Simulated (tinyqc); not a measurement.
Photoconductance decay in a wafer: bulk and surface recombination modes, and iron detection by pair splitting: one step, computed by the program tinyqc. Command: `OMP_NUM_THREADS=1 python tinyqc.py 3110698 3110699 out.jsonl pcd walk`. One thread of a shared host (Intel(R) Xeon(R) Processor @ 2.30GHz), about 0.01 s of CPU time with the checks.

Both faces of the wafer have the same S; injection is low and all coefficients are constant. x runs from -W/2 to W/2.

Task: Effective lifetime. Even modes cos(a x) obey b tan b = S W/(2 D) with b = a W/2, odd modes sin(a x) obey -b cot b = S W/(2 D); each decays at the rate 1/tau_b + D a^2. tau_eff is the decay time of the first mode. The surface time is 1/(D a^2) of that mode; shortcuts for it are W/(2 S), W^2/(pi^2 D) and their sum, whose error is sum/surface time - 1.

Inputs (values chosen for the exercise, modelled on p-type silicon):
```
quantity                          value         unit
thickness W                         525   micrometre
diffusivity D                      25.2       cm^2/s
bulk lifetime tau_b without iron     19  microsecond
surface recombination velocity S   4300         cm/s
```

Give: tau_eff; surface time; W/(2 S); W^2/(pi^2 D); error of the sum; tau_eff/tau_b.

Result:

tau_eff = 8.809 microsecond

surface time = 16.42 microsecond

W/(2 S) = 6.105 microsecond

W^2/(pi^2 D) = 11.08 microsecond

error of the sum = 4.647 %

tau_eff/tau_b = 0.4636

tau_eff is only 0.46 of tau_b, so it understates the bulk lifetime.
